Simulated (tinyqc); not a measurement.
## Energy and delay of logic against supply voltage: energy and delay against supply voltage

One expression serves below and above threshold: I(Vg) = Ik [ln(1 + exp((Vg - VT + dd V)/(al nf Vt)))]^al, with I_on = I(V) and I_off = I(0). Gate delay td = kd C V/I_on, clock period LD td. Per gate and cycle the switching energy is act C V^2 and the leakage energy I_off V LD td. No short-circuit current, no variation. Minima are sought above 0.09 V; below a few Vt gates no longer switch and the model has no meaning.

EDP = energy times td.

Values chosen for this exercise; values of the order met in logic technologies:
```
symbol,value,unit,meaning
T,300,K,temperature
VT,0.26,V,threshold voltage at zero drain bias
nf,1.26,,slope factor
dd,0.04,,barrier lowering per volt of supply
Ik,1.5,uA,specific current of a gate
al,1.85,,exponent of the current law
C,1.1,fF,load capacitance of a gate
kd,0.6,,delay factor
LD,30,,logic depth
act,0.3,,activity factor
```

Constants: q = 1.602176634e-19 C, kB = 1.380649e-23 J/K, Vt = kB T/q. Results are converted to the units shown.

Energy and delay against supply voltage:
```
V (V)	I_on (uA)	I_off (nA)	td (ps)	switching (aJ)	leakage (aJ)	energy (aJ)	EDP (fJ ps)
0.15	0.05282	0.6077	1874	7.425	5.126	12.55	23.53
0.27	1.185	0.7034	150.3	24.06	0.8564	24.91	3.745
0.38	7.255	0.8042	34.57	47.65	0.3169	47.97	1.658
0.5	22.55	0.9307	14.63	82.50	0.2043	82.70	1.210
0.62	46.34	1.077	8.831	126.9	0.1769	127.0	1.122
0.73	74.96	1.231	6.427	175.9	0.1733	176.0	1.131
0.85	113.3	1.424	4.953	238.4	0.1799	238.6	1.182
0.97	158.7	1.647	4.034	310.5	0.1934	310.7	1.253
1.08	206.5	1.882	3.453	384.9	0.2106	385.1	1.330
1.2	265.0	2.177	2.988	475.2	0.2341	475.4	1.421
```

td falls from 1870 to 2.99 ps; the energy rises from 12.6 to 475 aJ and the EDP goes from 23.5 through a minimum of 1.12 (at V = 0.62 V among the rows listed) to 1.42 fJ ps. The exact minima lie at V = 0.135 V for the energy and 0.652 V for the EDP. Going from 1.2 V to the energy minimum saves a factor of 38.4 in energy and costs a factor of 888 in delay.

Program tinyqc, `OMP_NUM_THREADS=1 python tinyqc.py 2082085 2082086 out.jsonl`; Intel Xeon 2.30GHz, shared host, one thread, about 0.01 s.
